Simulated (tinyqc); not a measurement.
Peak against initial coverage: adsorption as a lattice gas: isotherms with interactions, competition, desorption peaks and saturation dose. Computed by tinyqc, a small Python program. Command: `OMP_NUM_THREADS=1 python tinyqc.py 3000002 3000003 out.jsonl adsorb walk`. One thread of a shared host (Intel(R) Xeon(R) Processor @ 2.30GHz), about 0.2 s of CPU time with the checks.

One adsorbate per site; a molecule needs 1 empty site. Gas and surface have the same temperature.

Inputs (values chosen for the exercise, for a model surface): desorption energy E = 0.877 eV; prefactor nu = 3.4e+12 1/s; pair energy w (positive repels) = -0.034 eV; neighbours z = 3; heating rate beta = 6.9 K/s.

Adsorption: molecular (first order).

Constants: k_B = 8.617333262e-05 eV/K.

Method. Heating at the rate beta: d theta/dT = -(nu/beta) theta^1 exp(-[E - z w theta]/(k_B T)). Integrated numerically (relative tolerance 1e-9); T_p is the maximum of the rate.

Peak temperatures (K):
```
theta_0   w = 0  with w
0.1      346.28  349.27
0.3      346.28  355.15
0.5      346.28  360.93
0.7      346.28  366.66
0.9      346.28  372.38
```

Without interaction the peak does not move; with w it moves by +23.1 K.

Extremes, crossings and ranges named in words are read from the listed rows.
